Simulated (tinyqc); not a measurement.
From results back to parameters: exchange-split free-electron bands and tunnelling magnetoresistance. Three cases, with inputs chosen for the exercise.

Problem. The electron density n_up + n_dn and the polarisation of the density of states, P = (k_up - k_dn)/(k_up + k_dn), are given; EF and Dx are hidden.

Majority and minority bands E = c k^2/m -/+ Dx/2, c = hbar^2/2m0, so k_up = sqrt(m (EF + Dx/2)/c), k_dn = sqrt(m (EF - Dx/2)/c); n_s = k_s^3/(6 pi^2), D_s = m k_s/(4 pi^2 c).

Constants: hbar^2/2m0 = 3.80998211 eV angstrom^2.

Case 1.

Values chosen: m = 0.93 m0 (mass in the electrodes).
n = 0.0156529 1/angstrom^3
P = 0.401706

Case 2.

Values chosen: m = 0.94 m0 (mass in the electrodes).
n = 0.0462136 1/angstrom^3
P = 0.506868

Case 3.

Values chosen: m = 1.35 m0 (mass in the electrodes).
n = 0.0735458 1/angstrom^3
P = 0.125613

Find: k_up, k_dn; EF; Dx.

Solution. k_dn/k_up = (1 - P)/(1 + P); n then fixes k_up; EF is the mean and Dx the difference of the two kinetic energies.

Case 1.

k_up, k_dn (1/angstrom): 0.9510  0.4059

EF = 2.19 eV
Dx = 3.03 eV

Case 2.

k_up, k_dn (1/angstrom): 1.3828  0.4525

EF = 4.29 eV
Dx = 6.92 eV

Case 3.

k_up, k_dn (1/angstrom): 1.4367  1.1160

EF = 4.67 eV
Dx = 2.31 eV

Computed by tinyqc, one run a case: `OMP_NUM_THREADS=1 python tinyqc.py N N+1 out.jsonl` with N = 1652511, 1652565, 1652593; one thread of a shared Intel(R) Xeon(R) Processor @ 2.30GHz, about 0.01 s a run at most.
